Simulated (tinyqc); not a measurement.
Biaxial strain splits the top of the valence band: sp3s* tight binding, strained.

sp3s* tight binding, nearest neighbours only: anion (a) at 0, cation (c) at a/4 (1,1,1), orbitals s, px, py, pz, s* on each; k in units of 2 pi/a. With phases e_j = exp(i (pi/2) k.n_j) for n = (1,1,1), (1,-1,-1), (-1,1,-1), (-1,-1,1): g0 = (e1+e2+e3+e4)/4, g1 = (e1+e2-e3-e4)/4, g2 = (e1-e2+e3-e4)/4, g3 = (e1-e2-e3+e4)/4. The diagonal holds the levels Esa, Epa, Exa (s*) and Esc, Epc, Exc. Anion-cation block: <sa|sc> = Vss g0; <sa|xc> = Vsapc g1; <xa|sc> = -Vscpa g1; <xa|xc> = Vxx g0; <xa|yc> = <ya|xc> = Vxy g3, <xa|zc> = <za|xc> = Vxy g2, <ya|zc> = <za|yc> = Vxy g1; <s*a|xc> = Vxapc g1; <xa|s*c> = -Vpaxc g1; y and z take g2 and g3 in place of g1; s-s* and s*-s* vanish.

Strain e moves each bond vector to d = (1 + e) d0 (no internal displacement for the diagonal strains used here) and k is given in fractions of the strained reciprocal cell, so the phases stay. Two-centre values Vss_sigma = Vss/4, Vsp_sigma = sqrt3 V/4 for each s-p and s*-p pair, Vpp_sigma = (Vxx + 2 Vxy)/4, Vpp_pi = (Vxx - Vxy)/4 are scaled by (d0/d)^eta and combined with the new direction cosines; the levels on the diagonal stay.

Values chosen for the exercise (near a published set for GaP, fitted to gaps, whose masses and valley positions are rough; the results hold for these values, not for the real material):
- Esa = -8.081 eV (s level of the anion)
- Epa = 1.125 eV (p level of the anion)
- Esc = -2.21 eV (s level of the cation)
- Epc = 4.129 eV (p level of the cation)
- Exa = 8.498 eV (s* level of the anion)
- Exc = 7.22 eV (s* level of the cation)
- Vss = -7.432 eV (s-s)
- Vxx = 2.159 eV (px-px)
- Vxy = 5.177 eV (px-py)
- Vsapc = 4.289 eV (s anion, p cation)
- Vscpa = 6.327 eV (s cation, p anion)
- Vxapc = 4.676 eV (s* anion, p cation)
- Vpaxc = 5.076 eV (p anion, s* cation)
- eta = 2 (scaling exponent)
- D001 = 0.84 (ratio -ezz/exx)

No spin-orbit coupling; k = 0; exx = eyy = e, ezz = -D001 e. The four bonds keep equal lengths, and the sums over them give Vxx(e) for px and py and Vzz(e) for pz; each level is the lower root of [[Epa, V], [V, Epc]], and the s level the upper root of the s block. The shear potential b follows from E(x,y) - E(z) = 3 b (exx - ezz), taken as the slope between e = -0.005 and 0.005.

Couplings and levels at Gamma (eV):
```
e,ezz,Vxx(e),Vzz(e),"E(x,y)",E(z),"E(x,y) - E(z) (meV)",upper s level
-0.020,0.0168,2.0614,2.4536,0.0764,-0.2498,326.2,2.9514
-0.010,0.0084,2.1112,2.3045,0.0360,-0.1238,159.8,2.8985
-0.005,0.0042,2.1353,2.2313,0.0163,-0.0627,79.1,2.8719
0.005,-0.0042,2.1822,2.0876,-0.0221,0.0552,-77.3,2.8185
0.010,-0.0084,2.2048,2.0171,-0.0408,0.1121,-152.9,2.7916
0.020,-0.0168,2.2486,1.8788,-0.0771,0.2216,-298.8,2.7376
```

b = -2.833 eV

What can be read from this table?

Under tension in the plane (e > 0) the bonds tilt towards the plane, Vxx grows to 2.2048 and Vzz falls to 2.0171 eV at e = 0.01, and the pz state forms the top of the valence band, by 152.9 meV; under compression (e = -0.01) the px, py pair does, by 159.8 meV. The slope gives b = -2.83 eV, a rough value, since on-site strain terms are left out (measured values lie near -2 eV).

tinyqc: `OMP_NUM_THREADS=1 python tinyqc.py 1450303 1450304 out.jsonl`; about 0.1 s, one thread, shared Intel(R) Xeon(R) Processor @ 2.30GHz.
